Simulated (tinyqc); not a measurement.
Worked calculation: carrier statistics of a doped semiconductor with parabolic bands. Values are carried at full precision from step to step, so a last printed digit may differ when a step is redone from the rounded ones.

Constants: kB = 8.617333262e-05 eV/K; hbar^2/2m0 = 3.80998211 eV angstrom^2.

Parameters, chosen for this exercise (near those of SiC; the results hold for these values, not for the real material): Eg0 = 3.27 eV (gap at 0 K); al = 0.000655 eV/K (Varshni alpha); be = 1289 K (Varshni beta); T = 400 K; ml = 0.328 m0 (longitudinal electron mass); mt = 0.424 m0 (transverse electron mass); Mv = 3 (equivalent valleys); mhh = 0.994 m0 (heavy-hole mass); mlh = 0.447 m0 (light-hole mass); ND = 1.6e+17 1/cm^3 (donors); NA = 8.3e+16 1/cm^3 (acceptors); ED = 0.0605 eV (donor level below Ec); EA = 0.202 eV (acceptor level above Ev).

## Gap and thermal energy

Eg(T) = Eg0 - al T^2/(T + be) (Varshni).

Eg = 3.20795 eV
kT = 0.034469 eV

The gap has shrunk by 62.0 meV from 0 K and is 93.1 kT wide.

## Effective densities of states

m_de = Mv^(2/3) (ml mt^2)^(1/3); m_dh = (mhh^(3/2) + mlh^(3/2))^(2/3); N = 2 (m kB T/(4 pi c))^(3/2) with c = hbar^2/2m0, in 1/angstrom^3; times 1e24 for 1/cm^3.

m_de = 0.8096 m0
m_dh = 1.1849 m0
Nc = 2.8145e+19 1/cm^3
Nv = 4.9834e+19 1/cm^3

The light holes supply 23.2 % of Nv, and Nc/Nv = 0.565.

## Intrinsic density and level

With Boltzmann statistics ni = sqrt(Nc Nv) exp(-Eg/2kT) and Ei = Eg/2 + (kT/2) ln(Nv/Nc), counted from Ev.

ni = 0.231 1/cm^3
Ei = 1.6138 eV

Ei lies 9.8 meV above midgap, towards the band with the smaller density of states.

## Neutrality by bisection

Energies are counted from Ev, so Ec = Eg. n = Nc F_1/2((EF - Eg)/kT), p = Nv F_1/2(-EF/kT), ND+ = ND/(1 + 2 exp((EF - Eg + ED)/kT)), NA- = NA/(1 + 4 exp((EA - EF)/kT)); neutrality asks p + ND+ = n + NA-. F_j(eta) = (1/Gamma(j + 1)) integral_0^infinity x^j dx/(1 + exp(x - eta)), which tends to exp(eta) for eta << 0.

Start from the bracket [-0.2 eV, Eg + 0.2 eV]; at the midpoint EF take the sign of p + ND+ - n - NA-; where it is positive EF must rise. Fourteen steps are shown.

Bisection (eV, 1/cm^3):
```
step       low     high       EF         n         p       ND+       NA-  sign
1     -0.20000  3.40795  1.60398     0.174     0.308  1.60e+17  8.30e+16     +
2      1.60398  3.40795  2.50596  4.02e+10  1.33e-12  1.60e+17  8.30e+16     +
3      2.50596  3.40795  2.95696  1.94e+16  2.76e-18  1.59e+17  8.30e+16     +
4      2.95696  3.40795  3.18245  1.16e+19  3.98e-21  2.45e+16  8.30e+16     -
5      2.95696  3.18245  3.06971  5.07e+17  1.05e-19  1.32e+17  8.30e+16     -
6      2.95696  3.06971  3.01333  9.93e+16  5.39e-19  1.54e+17  8.30e+16     -
7      2.95696  3.01333  2.98514  4.38e+16  1.22e-18  1.57e+17  8.30e+16     +
8      2.98514  3.01333  2.99924  6.60e+16  8.11e-19  1.56e+17  8.30e+16     +
9      2.99924  3.01333  3.00628  8.09e+16  6.61e-19  1.55e+17  8.30e+16     -
10     2.99924  3.00628  3.00276  7.31e+16  7.32e-19  1.55e+17  8.30e+16     -
11     2.99924  3.00276  3.00100  6.94e+16  7.70e-19  1.56e+17  8.30e+16     +
12     3.00100  3.00276  3.00188  7.12e+16  7.51e-19  1.55e+17  8.30e+16     +
13     3.00188  3.00276  3.00232  7.21e+16  7.41e-19  1.55e+17  8.30e+16     +
14     3.00232  3.00276  3.00254  7.26e+16  7.36e-19  1.55e+17  8.30e+16     -
```

Each step halves the bracket, which is 0.440 meV wide at the last row.

## The neutral state

Solve the neutrality condition for EF to convergence.

EF = 3.0024 eV
n = 7.24e+16 1/cm^3
p = 7.39e-19 1/cm^3
ND+ = 1.55e+17 1/cm^3
NA- = 8.30e+16 1/cm^3

The material is n-type; 97.1 % of the donors are ionised. EF lies 5.96 kT inside the gap from the conduction edge, so Boltzmann statistics would serve; n p/(Nc Nv exp(-Eg/kT)) = 0.999.

## Checks

- F_1/2(1) by the trapezoid rule against adaptive quadrature: both 1.575641.
- Positive against negative charge at the solution (1/cm^3): both 1.55374e+17.

(tinyqc, `OMP_NUM_THREADS=1 python tinyqc.py 1680673 1680674 out.jsonl`, Intel(R) Xeon(R) Processor @ 2.30GHz, 1 thread, shared host, about 0.01 s.)
